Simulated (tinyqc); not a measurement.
Bulk resistivity and mean free path from two films.

Problem. In the thick-film limit single-crystal films obey rho = rho0 (1 + 3 (1 - ps) lam/(8 d)). Find rho0, lam and the product rho0 lam.

Inputs (values chosen for the exercise): specular share of surface scattering ps = 0.3.

rho at d = 95 and 350 nm (uohm cm): [1.8384282, 1.7084305]

Solution. rho is a straight line in 1/d: the intercept is rho0 and the slope (3/8)(1 - ps) rho0 lam. Without ps only the product (1 - ps) lam could be found.

rho0 = 1.660 uohm cm
lam = 38.90 nm
rho0 lam = 64.57 uohm cm nm

Computed by the program tinyqc: `OMP_NUM_THREADS=1 python tinyqc.py 2100045 2100046 out.jsonl`, one thread of a shared Intel Xeon 2.30GHz, about 0.01 s for the whole run.
